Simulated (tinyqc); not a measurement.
Inside a calculation. Method: tight binding, kagome lattice. One step of it, computed by the program tinyqc.

Task: Bloch Hamiltonian at K. H_AB = -t1 - t2 exp(-i k.a1), H_AC = -t1 - t2 exp(-i k.a2), H_BC = -t1 - t2 exp(i k.(a1 - a2)), H_CC = delta.

Parameters chosen for this model:
```
parameter     value                unit
t1         1.620000    eV, up triangles
t2         1.140000  eV, down triangles
delta             0        eV on site C
```

k point K (fractions of the reciprocal vectors): [0.333333, 0.666667]

Give: H(k) at K.

Result:

H(k) at K (eV), order A, B, C:
$$\begin{pmatrix}
0.000 & -1.050+0.987i & -1.050-0.987i \\
-1.050-0.987i & 0.000 & -1.050+0.987i \\
-1.050+0.987i & -1.050-0.987i & 0.000
\end{pmatrix}$$
